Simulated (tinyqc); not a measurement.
Worked calculation: Luttinger-Kohn k.p, four valence bands. One step of it, computed by the program tinyqc.

Question. Hole masses. E = c [g1 k^2 -/+ 2 sqrt(g2^2 k^4 + 3 (g3^2 - g2^2)(kx^2 ky^2 + ky^2 kz^2 + kz^2 kx^2))] with c = hbar^2/2m, and m* = hbar^2 k^2 / (2 E).

Luttinger parameters chosen for this model; energies are counted downward from the top of the valence band:

| parameter | value | unit |
|---|---|---|
| g1 | 6.760000 |  |
| g2 | 1.950000 |  |
| g3 | 2.720000 |  |

Give: Masses.

Answer.

Masses (electron masses):

| direction | heavy | light |
|---|---|---|
| [100] | 0.350 | 0.094 |
| [110] | 0.602 | 0.084 |
| [111] | 0.758 | 0.082 |
